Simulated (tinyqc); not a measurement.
Sublattice potential against complex hopping: Haldane model. Computed by the program tinyqc. H_AA = delta - 2 t2 sum cos(k.b + phi), H_BB = -delta - 2 t2 sum cos(k.b - phi), H_AB = -t1 (1 + exp(-i k.a1) + exp(-i k.a2)), b = a1, a2 - a1, -a2, m = 3 sqrt3 t2 sin(phi); the sign of the Chern number follows the orientation k1 then k2.

Honeycomb lattice:

| parameter | value |
|---|---|
| t1 (eV) | 2.370000 |
| t2 (eV) | 0.450000 |
| phi (rad) | 0.510000 |

Gaps at the two valleys (eV) and Chern number of the lower band (12 x 12 mesh):

| delta | gap 2\|delta - m\| | gap 2\|delta + m\| | Chern number |
|---|---|---|---|
| -2.0550 | 6.3930 | 1.8270 | 0 |
| -1.4840 | 5.2510 | 0.6850 | 0 |
| -0.6850 | 3.6530 | 0.9130 | -1 |
| 0.0000 | 2.2830 | 2.2830 | -1 |
| 0.4570 | 1.3690 | 3.1970 | -1 |
| 0.8560 | 0.5710 | 3.9950 | -1 |
| 1.4270 | 0.5710 | 5.1370 | 0 |
| 2.2830 | 2.2830 | 6.8490 | 0 |

What does the comparison show, and why?

Here |m| = 1.1415 eV. For |delta| < |m| the two valleys have masses of opposite sign and the Chern number is +/-1; one gap closes at |delta| = |m|, and beyond it the band is trivial.
